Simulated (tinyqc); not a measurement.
Global model of a low-pressure process discharge: electron temperature, density, ion flux and ion energy: one step, computed by the program tinyqc. Command: `OMP_NUM_THREADS=1 python tinyqc.py 3110920 3110921 out.jsonl plasma walk`. One thread of a shared host (Intel(R) Xeon(R) Processor @ 2.30GHz), about 0.01 s of CPU time with the checks.

Maxwellian electrons with temperature T_e in eV, one positive ion, no negative ions, uniform bulk density n; rate constants have the Arrhenius form.

Task: Biased electrode. All bias power goes to ions: V_b = P_b/(J pi r^2). Debye length at the sheath edge lambda_D = sqrt(eps_0 T_e/(e h_L n)); Child-law sheath s = (sqrt2/3) lambda_D (2 V/T_e)^(3/4), V = V_b + V_s; ion transit time tau_i = 3 s sqrt(M/(2 e V)); collisions in the sheath s/lambda_i.

Inputs (values chosen for the exercise, of the order of those of an inductive discharge in a simple atomic gas): ion mass M = 35.5 u; gas temperature T_g = 600 K; bias power P_b = 87 W; radius of the biased electrode = 7.5 cm; bias frequency = 60 MHz.

ion current density J = 49.04708 mA/cm^2

T_e = 3.768069 eV

h_L = 0.3844195

plasma density n = 2.488408e+12 1/cm^3

wall potential V_s = 17.40816 V

ion mean free path = 1.745815 cm

Constants: eps_0 = 8.8541878128e-12 F/m; e = 1.602176634e-19 C; u = 1.6605390666e-27 kg.

Give: bias voltage V_b; lambda_D; sheath width s; ion transit time; transit time over bias period; s/lambda_i.

Result:

bias voltage V_b = 10.04 V

lambda_D = 14.75 micrometre

sheath width s = 0.05186 mm

ion transit time = 12.74 ns

transit time over bias period = 0.7643

s/lambda_i = 0.002971

The sheath is nearly free of collisions. Caution: at this ionised share gas depletion and heating, left out here, matter.
